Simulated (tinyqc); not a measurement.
# Worked calculation: MOSFET in saturation, small-signal circuit and noise

tinyqc, about 0.01 s, one thread, Intel Xeon 2.30GHz (shared host): `OMP_NUM_THREADS=1 python tinyqc.py 2150103 2150104 out.jsonl` Printed values are rounded.

Bias by the inversion coefficient IC = I/Ispec (charge-based model with velocity saturation; weak inversion below 0.1, strong above 10). Common-source circuit: gm, gds, Cgs, Cgd and Cj at the inner nodes, Rg in series with the gate; quasi-static, no source or drain resistance, no gate-body capacitance, no substrate network, no induced gate noise, so fmax is an upper estimate.

Inputs (values chosen for the exercise): temperature T = 350 K; gate length L = 65 nm; total gate width W = 40 um; gate capacitance Cox = 1.04 uF/cm^2; mobility mu = 130 cm^2/(V s); slope factor n = 1.31; velocity-saturation length Ls = 20 nm; ratio gds/gm sg = 0.032; overlap and fringe capacitance per side Cov = 0.4 fF/um; drain junction capacitance Cj = 0.73 fF/um; sheet resistance of the gate Rsh = 5 ohm; finger width Wf = 2 um; gate contact and vertical resistance Rc = 50 ohm um; inversion coefficient IC = 9.6; short-channel excess of the noise factor gw = 0.04; oxide trap density Nt = 1.8e18 cm^-3 eV^-1; tunnelling length into the oxide lt = 0.1 nm; Coulomb scattering coefficient ac = 3000 V s/C; signal frequency f = 1 GHz.

Constants: q = 1.602176634e-19 C, kB = 1.380649e-23 J/K, Vt = kB T/q. Results are converted to the units shown.

Range of the model: fmax exceeds 4 fT, where channel resistance and substrate losses, left out here, would cap it.

## Current, transconductance and gain

Ispec = 2 n mu Cox (W/L) Vt^2, lc = Ls/L, gms = [sqrt((lc IC + 1)^2 + 4 IC) - 1]/[2 + lc (lc IC + 1)], gm = gms Ispec/(n Vt), gds = sg gm.

Ispec = 198.293 uA
I = 1903.61 uA
gms = 1.97437
gm = 9.90886 mS
gds = 0.317083 mS
gm/I = 5.20530 1/V

gm/I is 20.6 % of its weak-inversion limit 1/(n Vt); without velocity saturation (lc = 0) gms would be 2.64.

## Capacitances, gate resistance and cut-off frequencies

qs = [sqrt(1 + 4 IC) - 1]/2, Cgs = Cox W L qs (2 qs + 3)/(3 (qs + 1)^2) + Cov W, Cgd = Cov W, Cd = Cj W, Rg = Rsh (Wf/L)/(12 Nf) + Rc/W with Nf = W/Wf fingers (not rounded) contacted at both ends. fT = gm/(2 pi (Cgs + Cgd)), fmax = fT/(2 sqrt(Rg (gds + 2 pi fT Cgd))).

Cgs = 30.8686 fF
Cgd = 16 fF
Cd = 29.2 fF
Rg = 1.89103 ohm
fT = 33.6482 GHz
fmax = 201.139 GHz

Overlap and fringe make up 68.3 % of the gate capacitance; fmax is 5.98 times fT.

## Admittance matrix

Inner admittances at w = 2 pi f: y11 = i w (Cgs + Cgd), y12 = -i w Cgd, y21 = gm - i w Cgd, y22 = gds + i w (Cgd + Cd). Invert to Z, add Rg to Z11 and invert back to Y.

inner y (mS):
```
                  1                 2
1  0.00000+0.29448i  0.00000-0.10053i
2  9.90886-0.10053i  0.31708+0.28400i
```

Y with Rg (mS):
```
                  1                  2
1  0.00016+0.29448i  -0.00006-0.10053i
2  9.90880-0.10605i   0.31710+0.28588i
```

## Current gain and unilateral power gain

|h21| = |Y21/Y11|; U = |Y21 - Y12|^2/(4 [Re Y11 Re Y22 - Re Y12 Re Y21]). Extrapolated at 20 dB a decade: f |h21| and f sqrt(U).

|h21| = 33.6499
U = 40456.8
f |h21| = 33.6499 GHz
f sqrt(U) = 201.139 GHz

f |h21| is within 0.01 % of the formula for fT, and f sqrt(U) within 0.01 % of that for fmax.

## Noise at the gate

Channel noise Sid = 4 kB T gam n gm with gam = (1/2 + (2/3) qs)/(1 + qs) + gw lc IC, qs = [sqrt(1 + 4 IC) - 1]/2, lc = Ls/L (the last term an empirical rise with velocity saturation); at the gate, white noise Sw = Sid/gm^2 + 4 kB T Rg. Number fluctuation with correlated mobility: S(f) = K/f, K = q^2 Vt lt Nt/(W L Cox^2) (1 + ac mu Cox I/gm)^2, Vt in eV with Nt per eV. Corner fc = K/Sw. Full shot noise would be 2 q I.

gam = 0.739014
Sid = 1.85421e-22 A^2/Hz
Sid/(2 q I) = 0.303977
sqrt(Sw) = 1.38745 nV/Hz^0.5
K = 5.75795e-10 V^2
fc = 299.110 MHz

The gate resistance gives 1.9 % of the white noise power.
